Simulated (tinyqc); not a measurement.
Energy and delay of logic against supply voltage: two steps of the calculation.

One expression serves below and above threshold: I(Vg) = Ik [ln(1 + exp((Vg - VT + dd V)/(al nf Vt)))]^al, with I_on = I(V) and I_off = I(0). Gate delay td = kd C V/I_on, clock period LD td. Per gate and cycle the switching energy is act C V^2 and the leakage energy I_off V LD td. No short-circuit current, no variation. Minima are sought above 0.09 V; below a few Vt gates no longer switch and the model has no meaning.

Parameters, values chosen for the exercise; values of the order met in logic technologies: temperature T = 358 K; threshold voltage at zero drain bias VT = 0.38 V; slope factor nf = 1.11; barrier lowering per volt of supply dd = 0.04; specific current of a gate Ik = 1.2 uA; exponent of the current law al = 1.68; load capacitance of a gate C = 1.5 fF; delay factor kd = 0.9; logic depth LD = 60; activity factor act = 0.2; supply voltage V = 1.02 V.

Constants: q = 1.602176634e-19 C, kB = 1.380649e-23 J/K, Vt = kB T/q. Results are converted to the units shown.

Task 1. Currents, delay and energies. I_on, I_off, td, clock frequency 1/(LD td), both energies and their sum.

Give: I_on; I_off; td; clock frequency; switching energy; leakage energy; energy.

Result 1.

I_on = 76.22 uA
I_off = 0.05974 nA
td = 18.07 ps
clock frequency = 0.9225 GHz
switching energy = 312.1 aJ
leakage energy = 0.06606 aJ
energy = 312.2 aJ

I_on/I_off = 1.28e6; leakage makes up 0.0212 % of the energy.

Task 2. New V. Minimum-energy supply: E(V) is the energy per gate and cycle; with h = 0.001 V, E' = (E(V + h) - E(V - h))/(2 h), E'' = (E(V - h) - 2 E(V) + E(V + h))/h^2, V(new) = V - E'/E''.

V after iteration 2 = 0.21302403 V

Find: E'; E''; V after iteration 3.

Result 2.

E' = -17.44 aJ/V
E'' = 3127 aJ/V^2
V after iteration 3 = 0.2186 V

tinyqc, about 0.01 s, one thread, Intel Xeon 2.30GHz (shared host): `OMP_NUM_THREADS=1 python tinyqc.py 2082011 2082012 out.jsonl`
